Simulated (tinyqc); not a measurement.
Inside a calculation: valley splitting in a one-orbital chain of atomic planes (second-neighbour model). Values are carried at full precision from step to step, so a last printed digit may differ when a step is redone from the rounded ones.

Each (001) plane carries one orbital with energy e0, hopping v to the next plane and u to the second: E(phi) = e0 + 2 v cos(phi) + 2 u cos(2 phi), where phi = pi - k a/4 (the sign of every second orbital is chosen so that v > 0, which shifts the phase by pi). The minimum lies at cos(phi0) = -v/(4u), phi0 = pi - (pi/2) k0 for a valley at k0 (2 pi/a), and e0 puts it at zero. A slab of N planes has hard walls: the matrix simply ends.

Constants: hbar^2/2m0 = 3.80998211 eV angstrom^2.

Parameters, chosen for this exercise (near those of the Delta valleys of silicon; abrupt walls in this chain split the valleys several times more than measured wells; shifted at random, so the results belong to these values and not to a real crystal):
- a = 5.428 angstrom (lattice constant; planes lie a/4 apart)
- k0 = 0.808 2 pi/a (position of the valley)
- ml = 0.86 m0 (longitudinal mass)
- N = 7 (planes in the small slab)

## Hoppings from the valley position and mass

The curvature at the minimum is d2E/dphi2 = 8 u sin^2(phi0) = (2c/ml)/(a/4)^2 with c = hbar^2/2m0; v = -4 u cos(phi0); e0 = 2u + v^2/(4u).

phi0 = 1.87239 rad
u = 0.65966 eV
v = 0.78379 eV
e0 = 1.55214 eV

## The bulk band

E at phi = j pi/10.

Band:

| phi/pi | E (eV) |
|---|---|
| 0.0 | 4.4390 |
| 0.1 | 4.1103 |
| 0.2 | 3.2280 |
| 0.3 | 2.0658 |
| 0.4 | 0.9692 |
| 0.5 | 0.2328 |
| 0.6 | 0.0004 |
| 0.7 | 0.2230 |
| 0.8 | 0.6916 |
| 0.9 | 1.1286 |
| 1.0 | 1.3039 |

## Hamiltonian of the slab

e0 on the diagonal, v and u on the first and second off-diagonals.

H (eV):
```
        1       2       3       4       5       6       7
1  1.5521  0.7838  0.6597       0       0       0       0
2  0.7838  1.5521  0.7838  0.6597       0       0       0
3  0.6597  0.7838  1.5521  0.7838  0.6597       0       0
4       0  0.6597  0.7838  1.5521  0.7838  0.6597       0
5       0       0  0.6597  0.7838  1.5521  0.7838  0.6597
6       0       0       0  0.6597  0.7838  1.5521  0.7838
7       0       0       0       0  0.6597  0.7838  1.5521
```

## Levels and the valley doublet

Diagonalise H. The two lowest levels are the doublet made from the valleys at +k0 and -k0; give their splitting, the weights of the lowest state, and its parity under reversal of the planes.

levels (eV): 0.2269  0.3496  0.7821  1.0563  1.5922  2.8650  3.9928

splitting = 122.70 meV

weights on the planes: 0.110  0.150  0.042  0.395  0.042  0.150  0.110

parity of the lowest state: even

The mean of the doublet lies 0.2883 eV above the bulk minimum, and level 3 lies 0.4938 eV above that mean; the weights oscillate from plane to plane because the two valleys interfere.

## Checks

- Mean of the doublet for 400 planes against the effective-mass level with W = 402 a/4 (meV): both 0.1469.

Run: tinyqc, `OMP_NUM_THREADS=1 python tinyqc.py 1451808 1451809 out.jsonl`; Intel(R) Xeon(R) Processor @ 2.30GHz, one thread, shared host; about 0.02 s of CPU time with all checks.
